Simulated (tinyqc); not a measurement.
Worked calculation: WKB tunnelling through a gate dielectric with a two-band (Franz) dispersion. Values are carried at full precision from step to step, so a last printed digit may differ when a step is redone from the rounded ones.

Constants: hbar^2/2m0 = 3.80998211 eV angstrom^2.

Values chosen for the exercise (of the size used for HfO2 on silicon; shifted at random, so the results belong to these values and not to a real crystal): phi = 1.45 eV (barrier above the electron energy at the emitter); t = 44 angstrom (thickness); V = 0.3 V (voltage across the layer); Eg = 5.98 eV (gap of the dielectric); m = 0.19 m0 (mass at the conduction edge).

## Shape of the barrier

Field V/t (1 V/angstrom = 100 MV/cm), the end of the forbidden region x_e = min(t, phi t/V), and u there.

field = 0.68 MV/cm
x_e = 44.00 angstrom
u(x_e) = 1.150 eV

V < phi: a trapezoid, direct tunnelling through the whole layer.

## Decay constant through the layer

At depth x the conduction edge lies u(x) = phi - V x/t above the electron. Parabolic: kappa = sqrt(m u/c). Franz: kappa = sqrt(m u (1 - u/Eg)/c), which vanishes at both band edges. c = hbar^2/2m0. T = exp(-2 integral of kappa dx) over the region u > 0; no image force, no prefactor, zero transverse momentum. The region ends at x_e = min(t, phi t/V); x_e < t is the Fowler-Nordheim regime.

Nine points x = j x_e/8.

kappa (1/angstrom):
```
x (angstrom)  u (eV)  parabolic   Franz
0.000         1.4500     0.2689  0.2340
5.500         1.4125     0.2654  0.2320
11.000        1.3750     0.2619  0.2298
16.500        1.3375     0.2583  0.2276
22.000        1.3000     0.2546  0.2252
27.500        1.2625     0.2509  0.2229
33.000        1.2250     0.2472  0.2204
38.500        1.1875     0.2434  0.2179
44.000        1.1500     0.2395  0.2152
```

At the emitter the Franz value is 13.0 % below the parabolic one, the factor sqrt(1 - phi/Eg).

## The integrals by Simpson's rule

Weights 1, 4, 2, 4, 2, 4, 2, 4, 1 times a third of the spacing.

integral of kappa dx: parabolic 11.197, Franz 9.902

## The integrals in closed form

Parabolic: (2/3) sqrt(m/c) (t/V) (phi^(3/2) - u_e^(3/2)). Franz: sqrt(m/c) Eg^(3/2) (t/V) (f(phi/Eg) - f(u_e/Eg)) with f(y) = ((2y - 1) sqrt(y (1 - y)) + arcsin(sqrt y))/4. u_e = max(phi - V, 0). T = exp(-2 I).

integral of kappa dx: parabolic 11.1969, Franz 9.9019

T: parabolic 1.88e-10, Franz 2.51e-09

The two-band dispersion raises T by a factor 13.3.

## Checks

- Franz integral in closed form against adaptive quadrature: both 9.90188.

tinyqc: `OMP_NUM_THREADS=1 python tinyqc.py 1481747 1481748 out.jsonl`; about 0.01 s, one thread, shared Intel(R) Xeon(R) Processor @ 2.30GHz.
